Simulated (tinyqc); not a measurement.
Comparisons within one model: quaternary alloy A(x)B(1-x)C(y)D(1-y) matched to a substrate. A value that a table varies takes the place of the one given here.

Q(x,y) = x y Q_AC + x (1 - y) Q_AD + (1 - x) y Q_BC + (1 - x)(1 - y) Q_BD for the lattice constant. Gap, rule 1: Q(x,y) - x (1 - x)[y C_ABC + (1 - y) C_ABD] - y (1 - y)[x C_ACD + (1 - x) C_BCD]. Rule 2 (mean of ternaries): {x (1 - x)[y T_ABC(x) + (1 - y) T_ABD(x)] + y (1 - y)[x T_ACD(y) + (1 - x) T_BCD(y)]}/{x (1 - x) + y (1 - y)}, T_ABC(x) = x E_AC + (1 - x) E_BC - C_ABC x (1 - x), T_ACD(y) = y E_AC + (1 - y) E_AD - C_ACD y (1 - y), and alike. Only the Gamma valley is followed.

Matching a(x,y) = a_s gives x = (a_s - y a_BC - (1 - y) a_BD)/(y (a_AC - a_BC) + (1 - y)(a_AD - a_BD)).
Constants: hc = 1239.841984 eV nm.

Values chosen for the exercise (AC, AD, BC, BD near GaAs, GaP, InAs and InP; substrate near GaAs; the results hold for these values, not for the real material):
```
symbol  value                         unit      meaning
a       (5.659, 5.446, 6.051, 5.864)  angstrom  lattice constants of AC, AD, BC, BD
Eg      (1.539, 2.879, 0.417, 1.439)  eV        gaps at Gamma of AC, AD, BC, BD
Cb      (0.523, 0.602, 0.184, 0.11)   eV        bowing of ABC, ABD, ACD, BCD
a_s     5.659                         angstrom  substrate
y       0.66                                    fraction of C
```

## Along the matched line

x follows from y.

Results:
```
y          x  bilinear (eV)  rule 1 (eV)  rule 2 (eV)  wavelength 1 (nm)  wavelength 2 (nm)
0.01  0.4952         2.1403       1.9886       1.9957                623                621
0.13  0.5531         2.0797       1.9163       1.9740                647                628
0.25  0.6118         2.0158       1.8484       1.9257                671                644
0.37  0.6714         1.9487       1.7851       1.8681                695                664
0.50  0.7370         1.8721       1.7220       1.8014                720                688
0.62  0.7986         1.7979       1.6691       1.7381                743                713
0.74  0.8611         1.7201       1.6217       1.6746                765                740
0.86  0.9246         1.6387       1.5800       1.6114                785                769
0.98  0.9891         1.5536       1.5443       1.5492                803                800
```

The matched alloys span 1.544 to 1.989 eV by rule 1, monotonically in y. Along the line dx/dy is +0.482 between the first two rows and +0.538 between the last two. In energy the two rules differ most at y = 0.37, by 83 meV (31 nm there), which measures how far the ternary data leave the interior open. Miscibility gaps are not considered.

## What each parameter does

x is matched anew each time. Each row changes one parameter from the base and keeps the others.

Results:
```
case                                            x  rule 1 (eV)  rule 2 (eV)
base                                       0.8193       1.6527       1.7169
y = 0.65                                   0.8141       1.6567       1.7222
a_s = 5.663 angstrom                       0.8094       1.6371       1.7029
Cb = (0.628, 0.722, 0.221, 0.132) eV       0.8193       1.6287       1.7058
Eg = (1.589, 2.879, 0.417, 1.439) eV       0.8193       1.6797       1.7440
a = (5.669, 5.446, 6.051, 5.864) angstrom  0.8330       1.6742       1.7362
```

The largest shifts from the base row, up to three for each result and ties (the steps differ in size, so this ranks the rows, not the parameters). x: a +0.0137, a_s -0.0100, y -0.0052; unchanged at the printed digits by Cb and Eg. rule 1 (eV): Eg +0.0270, Cb -0.0240, a +0.0216. rule 2 (eV): Eg +0.0270, a +0.0193, a_s -0.0140.

Program tinyqc; command `OMP_NUM_THREADS=1 python tinyqc.py 1050399 1050400 out.jsonl`; about 0.01 s on one thread of a shared Intel(R) Xeon(R) Processor @ 2.30GHz.
